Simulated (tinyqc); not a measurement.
Ballistic transport through the one-dimensional subbands of a rectangular nanowire or nanosheet channel. From line density n back to equivalent oxide thickness t. Computed by tinyqc, a small Python program. Command: `OMP_NUM_THREADS=1 python tinyqc.py 3026352 3026353 out.jsonl wire inv`. One thread of a shared host (Intel(R) Xeon(R) Processor @ 2.30GHz), about 0.1 s of CPU time with the checks.

Hard walls, parabolic subbands, transport along x. Energies are counted from the bulk conduction band edge at the top of the barrier, which the gate pulls down by U; the source Fermi level lies at the bulk edge when U = 0.

Inputs (values chosen for the exercise, modelled on silicon):
```
quantity,value,unit
light mass m_t,0.18,m_0
heavy mass m_l,0.929,m_0
height a,4.1,nm
width b,4.7,nm
gate voltage above flat band V_G,0.94,V
drain voltage V_D,0.05,V
temperature T,77,K
```

Valleys: silicon [100] wire.

Constants: hbar^2/(2 m_0) = 3.80998212 eV angstrom^2; k_B = 8.617333262e-05 eV/K; m_0 = 9.1093837015e-31 kg; k_B = 1.380649e-23 J/K; hbar = 1.054571817e-34 J s; eps_0 = 8.8541878128e-12 F/m; e = 1.602176634e-19 C; h = 6.62607015e-34 J s.

Method:
- E_pq = (hbar^2 pi^2/2)(p^2/(m_y b^2) + q^2/(m_z a^2)); valley pairs: (m_x, m_y, m_z) = (m_t, m_t, m_l), (m_t, m_l, m_t), (m_l, m_t, m_t), each with degeneracy g = 2; the 10 lowest subbands are kept.
- F_j(eta) = (1/Gamma(j + 1)) int_0^infinity x^j/(1 + exp(x - eta)) dx, F_0 = ln(1 + exp(eta)). Integrals over x = E/(k_B T) use 160 Gauss-Legendre points in u = sqrt(x) from 0 to sqrt(max(eta, 0) + 32).
- With degeneracy g = 2, eta_i = (U - E_i)/(k_B T) and u = e V_D/(k_B T): line density n = sum_i g sqrt(2 m_x k_B T/pi)/(2 hbar) [F_-1/2(eta_i) + F_-1/2(eta_i - u)]; gate: e n = C_ox (V_G - U/e), C_ox = 3.9 eps_0 2 (a + b)/t (flat-plate estimate); I = (2 e k_B T/h) sum_i g [F_0(eta_i) - F_0(eta_i - u)].

Problem. A run gave the result below. Find the equivalent oxide thickness t, known to lie between 0.82 and 2.6 nm.

line density n = 1.926026 1/nm

Solution.

Each step takes the trial c = (a f_b - b f_a)/(f_b - f_a), f being the result less the target and a, b, c the logarithms of the listed values; c replaces end b, the old b replaces a if the sign of f changed, and otherwise f_a is halved.

Scan of the range:
```
equivalent oxide thickness t (nm),line density n (1/nm)
0.820,3.17982
0.994,2.67262
1.200,2.24980
1.460,1.87558
1.770,1.56651
2.150,1.30410
2.600,1.08886
```

False position (Illinois rule, in the logarithm of the input) inside the bracket:
```
step,end a,end b,trial,line density n (1/nm)
1,1.20000,1.46000,1.42191,1.92236
2,1.20000,1.42191,1.41657,1.92910
3,1.42191,1.41657,1.41900,1.92602
4,1.41657,1.41900,1.41900,1.92603
5,1.41657,1.41900,1.41900,1.92603
6,1.41900,1.41900,1.41900,1.92603
```

Line density n falls at every point of a 13-point scan of the range (every second point is shown), so one value fits; it is bracketed by 1.20 and 1.46. Answer: equivalent oxide thickness t = 1.419 nm.
